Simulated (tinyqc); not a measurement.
Tunnelling through a two-layer gate stack, WKB transmission and Tsu-Esaki current: one step of the calculation.

Electrons leave the emitter at x = 0. Energies E (motion across the layers) are in eV from the emitter Fermi level; the collector Fermi level lies at -V and offers states at every E. No charge in the dielectric and no image force: F1 = V/(t1 + t2 eps1/eps2), F2 = F1 eps1/eps2; U = phi1 - F1 x in layer 1 and phi2 - F1 t1 - F2 (x - t1) in layer 2. With C = hbar^2/(2 m0), kappa = sqrt(m (U - E)/C) where U > E and 0 elsewhere; T(E) = exp(-S), S = 2 times the integral of kappa over x.

Problem. Current density on a coarse energy grid. Each layer adds (2/F) sqrt(m/C) [G(u at its left edge) - G(u at its right edge)] to S, with u = U - E (0 where negative) and G(u) = (2/3) u^1.5. The slope follows from 1/d = -dS/dE.

J = J0 times the integral of T(E) N(E) dE, N = ln[(1 + exp(-E/Vt))/(1 + exp((-E - V)/Vt))], J0 = q^2 me m0 kB T/(2 pi^2 hbar^3) (times 1e-4 for A/cm^2 per eV), by Simpson's rule on nE equally spaced points from Ea to Eb.

Values chosen for this exercise; layer 1 close to silicon dioxide, layer 2 close to hafnium oxide: temperature T = 350 K; Fermi energy of the emitter above its band bottom Ef = 0.36 eV; emitter mass in the supply function me = 0.31 m0; barrier of layer 1 above the emitter Fermi level at zero bias phi1 = 3.03 eV; tunnelling mass of layer 1 m1 = 0.48 m0; thickness of layer 1 t1 = 0.7 nm; relative permittivity of layer 1 eps1 = 3.8; barrier of layer 2 at zero bias phi2 = 1.46 eV; tunnelling mass of layer 2 m2 = 0.19 m0; thickness of layer 2 t2 = 2.9 nm; relative permittivity of layer 2 eps2 = 22.5; voltage across the dielectric V = 1.5 V; lower end of the energy grid Ea = -0.36 eV; upper end of the energy grid Eb = 0.57 eV; points of the energy grid nE = 15.

Constants: q = 1.602176634e-19 C, kB = 1.380649e-23 J/K, hbar = 1.054571817e-34 J s, m0 = 9.1093837015e-31 kg, Vt = kB T/q, hbar^2/(2 m0) = 0.0380998212 eV nm^2. Results are converted to the units shown.

Find: E; T(E); N; T(E) N; J0; J.

Solution.

```
point	E (eV)	T(E)	N	T(E) N
0	-0.36000	7.6623e-9	11.936	9.1458e-8
1	-0.29357	1.5066e-8	9.7336	1.4664e-7
2	-0.22714	3.0950e-8	7.5316	2.3310e-7
3	-0.16071	6.7339e-8	5.3334	3.5915e-7
4	-0.09429	1.5924e-7	3.1691	5.0465e-7
5	-0.02786	4.4972e-7	1.2580	5.6576e-7
6	0.03857	1.4301e-6	0.24557	3.5119e-7
7	0.10500	4.2754e-6	0.030302	1.2955e-7
8	0.17143	1.1966e-5	0.0033947	4.0620e-8
9	0.23786	3.1185e-5	3.7577e-4	1.1718e-8
10	0.30429	7.5172e-5	4.1540e-5	3.1227e-9
11	0.37071	1.6606e-4	4.5914e-6	7.6247e-10
12	0.43714	3.3169e-4	5.0748e-7	1.6833e-10
13	0.50357	5.8548e-4	5.6091e-8	3.2840e-11
14	0.57000	8.6288e-4	6.1996e-9	5.3495e-12
```

J0 = 1.5131e8 A/(cm^2 eV)
J = 24.162 A/cm^2

The integrand peaks at E = -0.0279 eV among these points.

Range of the model: The field of 12.6 MV/cm is more than most gate dielectrics sustain; the model ignores breakdown. A layer thinner than 0.8 nm holds only a few atomic planes, where an effective mass is a rough description.

Numbers from tinyqc (`OMP_NUM_THREADS=1 python tinyqc.py 2540043 2540044 out.jsonl`; about 0.04 s on one thread of a shared Intel Xeon 2.30GHz).
